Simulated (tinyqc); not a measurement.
# Worked calculation: gate-all-around wire, scale length and short-channel effects

tinyqc, about 0.01 s, one thread, Intel Xeon 2.30GHz (shared host): `OMP_NUM_THREADS=1 python tinyqc.py 2420138 2420139 out.jsonl` Printed values are rounded.

A round wire of diameter ts in an insulator shell of thickness ti under a surrounding gate. Below threshold the potential that source and drain add obeys Laplace's equation and vanishes on the gate. Its lowest mode decays along the channel as exp(-k y); k is the smallest positive root of the matching condition at the interface, and the scale length is Lambda = pi/k.

Inputs (values chosen for the exercise); permittivities: semiconductor close to that of germanium, insulator close to that of aluminium oxide:
- T = 300 K (temperature)
- eps_r = 16 (relative permittivity of the semiconductor)
- ei = 9.3 (relative permittivity of the insulator)
- ti = 2.2 nm (insulator thickness)
- ts = 10.1 nm (wire diameter)
- L = 34 nm (channel length)
- Vbi = 1.04 V (potential of the source)
- sT = 0.4 V (potential of the barrier top at threshold)
- VTL = 0.47 V (long-channel threshold)
- m = 1 (long-channel body factor)
- Vds = 0.8 V (drain voltage)

Constants: q = 1.602176634e-19 C, kB = 1.380649e-23 J/K, Vt = kB T/q. Results are converted to the units shown.

## Scan of the matching condition

k, point 0 to 7 (1/nm): 0.0425  0.085  0.1275  0.17  0.2125  0.255  0.2975  0.34

f(k) = ei J0(u)[J1(u) Y0(v) - Y1(u) J0(v)] - eps_r J1(u)[J0(u) Y0(v) - Y0(u) J0(v)], u = k ts/2, v = u + k ti.

f(k), point 0 to 7: 26.7704  12.1925  6.8683  3.9269  2.0099  0.6732  -0.2709  -0.9178

The first change of sign lies between k = 0.255 and 0.2975 1/nm.

## Iteration 1: decay constant by Newton steps

k at the start = 0.2975 1/nm

f(k) = ei J0(u)[J1(u) Y0(v) - Y1(u) J0(v)] - eps_r J1(u)[J0(u) Y0(v) - Y0(u) J0(v)], u = k ts/2, v = u + k ti; f' by a central difference with +/- 1e-5 1/nm; k(new) = k - f/f'.

f = -0.270872
f' = -18.4404 nm
k after iteration 1 = 0.282811 1/nm

## Iteration 2: decay constant by Newton steps

As before.

f = 0.0180755
f' = -20.9368 nm
k after iteration 2 = 0.283674 1/nm

## Course of the iteration: decay constant by Newton steps

Stop when k changes by less than 1e-10 1/nm, or after 30 iterations.

Course of the iteration:
```
iteration  k (1/nm)  |change| (1/nm)
1          0.282811           0.0147
2          0.283674          8.63e-4
3          0.283677          3.18e-6
4          0.283677         4.28e-11
```

Converged in 4 iterations. At the end the number of correct digits about doubles with each step.

## Scale length against simple estimates

k = 0.283677 1/nm

Lambda = pi/k and l = 1/k. A parabolic potential across the structure gives l(parabolic) = sqrt([2 eps_r ts^2 ln(1 + 2 ti/ts) + ei ts^2]/(16 ei)).

Lambda = 11.0745 nm
l = 3.52513 nm
l(parabolic) = 3.78267 nm

The parabolic estimate is 7.3 % above l.

## Threshold shift, barrier position and swing

Along the channel psi(y) = s + a exp(y/l) + b exp(-y/l) with psi(0) = Vbi, psi(L) = Vbi + Vds and l = 1/k = Lambda/pi; with A = Vbi - s, B = A + Vds, x = exp(-L/l): a = (B - A x) x/(1 - x^2), b = (A - B x)/(1 - x^2). The minimum is s + 2 sqrt(a b), at y = (l/2) ln(b/a). The long-channel potential follows the gate as s = sT + (Vg - VTL)/m, and the threshold VT is the gate voltage at which the minimum equals sT. Swing = m Vt ln 10/g at threshold, g = d(minimum)/ds = 1 - (b x + a)/((1 + x) sqrt(a b)).

s at threshold = 0.384278 V
a = 9.42499e-5 V
b = 0.655627 V
position of the minimum = 15.5941 nm
VT = 0.454278 V
swing = 60.5798 mV/decade

The threshold lies 15.7 mV below the long-channel value, and the barrier top sits at 0.46 L from the source.
